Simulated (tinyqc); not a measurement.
# Vibrations of a mass or spring defect in a linear chain, step by step

A worked calculation. Computed by tinyqc, a small Python program that keeps every step. Command: `OMP_NUM_THREADS=1 python tinyqc.py 3007771 3007772 out.jsonl localmode walk`. One thread of a shared host (Intel(R) Xeon(R) Processor @ 2.30GHz), about 0.01 s of CPU time with the checks. Intermediate numbers are printed to about 6 digits and carried at full precision; extremes and crossings named in words are read from the listed rows.

A ring of N atoms with nearest-neighbour springs k and motion along the chain. Atom 1 is the defect, of mass M', and its two springs are k'. Odd sites are A (the defect replaces an A atom), even sites B.

Inputs (values chosen for the exercise, for a model chain):
```
quantity,value,unit
spring constant k,4.19,eV/angstrom^2
mass M_A,53.4,u
mass M_B,28.1,u
defect mass M',11.5,u
spring ratio k'/k at the defect,1,-
atoms in the ring N,10,-
isotope mass step,2,u
```

Host: diatomic.

Constants: nu for 1 eV/(angstrom^2 u) = 15.6333042 THz.

## Band edges of the host

Host bands: lambda from 0 to 2k/M(heavy) and from 2k/M(light) to 2k (1/M_A + 1/M_B). nu = 15.6333042 THz x sqrt(lambda), lambda in eV/(angstrom^2 u).

band edges (THz): [0.0000, 6.1930, 8.5373, 10.5470]

## Dynamical matrix of the ring

D_ii = (sum of the two springs at i)/M_i, D_ij = -k_ij/sqrt(M_i M_j) for neighbours, closed into a ring.

D (eV/(angstrom^2 u)), lower triangle (symmetric):
```
,1,2,3,4,5,6,7,8,9,10
1,0.728696
2,-0.233084,0.298221
3,0.000000,-0.108166,0.156929
4,0.000000,0.000000,-0.108166,0.298221
5,0.000000,0.000000,0.000000,-0.108166,0.156929
6,0.000000,0.000000,0.000000,0.000000,-0.108166,0.298221
7,0.000000,0.000000,0.000000,0.000000,0.000000,-0.108166,0.156929
8,0.000000,0.000000,0.000000,0.000000,0.000000,0.000000,-0.108166,0.298221
9,0.000000,0.000000,0.000000,0.000000,0.000000,0.000000,0.000000,-0.108166,0.156929
10,-0.233084,0.000000,0.000000,0.000000,0.000000,0.000000,0.000000,0.000000,-0.108166,0.298221
```

## Frequencies of the ring

Diagonalise D and leave out the zero eigenvalue of the uniform shift.

nonzero frequencies (THz): [3.0809, 3.4421, 5.6435, 6.8990, 8.9101, 9.1482, 10.0869, 10.3789, 14.9198]

2 mode(s) lie outside the host bands, at 6.899, 14.920 THz.

## The highest mode of a long ring

The same matrix for 120 atoms; amplitudes are the mass-weighted eigenvector, in size, relative to the defect, for the highest mode; its weight is the squared component of the normalised eigenvector on the defect.

highest frequency, long ring = 14.9198 THz

weight of the highest mode on the defect = 0.762157

amplitudes on atoms 1 to 8: [1.00000e+00, 3.90653e-01, 5.75476e-02, 1.04327e-02, 1.53686e-03, 2.78614e-04, 4.10430e-05, 7.44062e-06]

ratio to the top of the host band = 1.41461

A local mode: it lies 41.5 % above the host band and its amplitude falls by a factor 37.45 every two atoms beyond the first neighbour.

## Convergence with the size of the ring

The formulas are those given above.

Highest mode:
```
N,frequency (THz),weight on the defect,modes outside the bands
4,14.9489,0.751780,2
6,14.9206,0.761641,2
8,14.9198,0.762137,2
12,14.9198,0.762157,2
20,14.9198,0.762157,2
40,14.9198,0.762157,2
80,14.9198,0.762157,2
120,14.9198,0.762157,2
```

The local mode is within 0.01 % of its final value from N = 6 on, and its weight on the defect settles at 0.762: a bound mode needs only a cell larger than its decay length. In the 120-atom ring the modes outside the host bands lie at 7.0617, 14.9198 THz; one close to a band edge can be missing in a short ring.

## Isotope shift of the local mode

Raise M' by the isotope step in the 120-atom ring. First order, good only for a step much smaller than M': Delta nu/nu = -(1/2) (weight on the defect) Delta M'/M'; a defect vibrating against fixed neighbours would give sqrt(M'/(M' + step)) - 1.

shift, exact = -5.76234 %

shift, first order = -6.62745 %

shift, fixed neighbours = -7.70418 %

The shift is 75 % of the fixed-neighbour value; all other atoms together carry 24 % of the kinetic energy of the mode.

Checks made by the program: sum of eigenvalues against the trace of D (relative difference below 1e-10).
